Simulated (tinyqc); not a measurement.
# Worked calculation: free and trapped electrons in a MOS channel with a dense trap tail

tinyqc, about 0.02 s, one thread, Intel Xeon 2.30GHz (shared host): `OMP_NUM_THREADS=1 python tinyqc.py 2222130 2222131 out.jsonl` Printed values are rounded.

p-type body, charge-sheet picture, full ionisation (an idealisation for deep acceptors), Boltzmann statistics for free electrons. e = Ec - EF at the surface. Acceptor-like traps of density D(E) = D0 + De exp(-E/Ew) at depth E below Ec, from 0 to Eu, hold n_t = integral of D(E)/(1 + exp((e - E)/Vt)). psi = Eg - Vt ln(Nv/Na) - e; N_dep = sqrt(2 eps0 eps_r Na (psi - Vt)/q); n_f = sqrt(N_dep^2 + 2 eps0 eps_r Vt Nc exp(-e/Vt)/q) - N_dep; Vg = Vfb + psi + q (N_dep + n_t + n_f)/Cox, Cox = eps0 eox/tox.

Parameters, values chosen for the exercise; band and dielectric values close to those of 4H silicon carbide:
- T = 475 K (temperature)
- Eg = 3.22 eV (band gap)
- eps_r = 9.54 (relative permittivity)
- Nc = 3.37e19 cm^-3 (conduction-band density of states at T)
- Nv = 5.04e19 cm^-3 (valence-band density of states at T)
- eox = 3.9 (relative permittivity of the insulator)
- tox = 57 nm (insulator thickness)
- Na = 5e16 cm^-3 (acceptor density)
- Vfb = -2.48 V (flat-band voltage without trapped charge)
- D0 = 2.7e10 cm^-2 eV^-1 (constant background density of acceptor-like traps)
- De = 1.9e13 cm^-2 eV^-1 (density of the tail at the conduction edge)
- Ew = 0.11 eV (decay energy of the tail)
- Eu = 0.62 eV (depth below Ec down to which the traps reach)
- mf = 120 cm^2/(V s) (mobility of free electrons)
- e = 0.111 eV (Ec - EF at the surface)

Constants: q = 1.602176634e-19 C, kB = 1.380649e-23 J/K, Vt = kB T/q, eps0 = 8.8541878128e-14 F/cm where lengths are in cm. Results are converted to the units shown.

## Trapped charge

Trapezoid rule on 12 equal steps from 0 to Eu, f = 1/(1 + exp((e - E)/Vt)).

| point | E (eV) | D(E) f (cm^-2 eV^-1) |
|---|---|---|
| 0 | 0 | 1.18502e12 |
| 1 | 0.0516667 | 2.26292e12 |
| 2 | 0.103333 | 3.37872e12 |
| 3 | 0.155 | 3.48161e12 |
| 4 | 0.206667 | 2.67165e12 |
| 5 | 0.258333 | 1.79275e12 |
| 6 | 0.31 | 1.15266e12 |
| 7 | 0.361667 | 7.34717e11 |
| 8 | 0.413333 | 4.70173e11 |
| 9 | 0.465 | 3.04197e11 |
| 10 | 0.516667 | 2.00325e11 |
| 11 | 0.568333 | 1.35366e11 |
| 12 | 0.62 | 9.47500e10 |

n_t = 8.89957e11 cm^-2

With 1600 steps n_t = 8.937e11 cm^-2; the coarse value is 0.42 % below it.

## Charges and gate voltage

psi, N_dep, n_f and Vg as defined, with the n_t given; free share n_f/(n_f + n_t); apparent mobility mf n_f/(n_f + n_t); gate voltage spent on traps q n_t/Cox.

psi = 2.82592 V
N_dep = 1.21173e12 cm^-2
n_f = 3.48505e11 cm^-2
Vg = 6.82587 V
free share = 28.1402 %
apparent mobility = 33.7682 cm^2/(V s)
gate voltage spent on traps = 2.35364 V
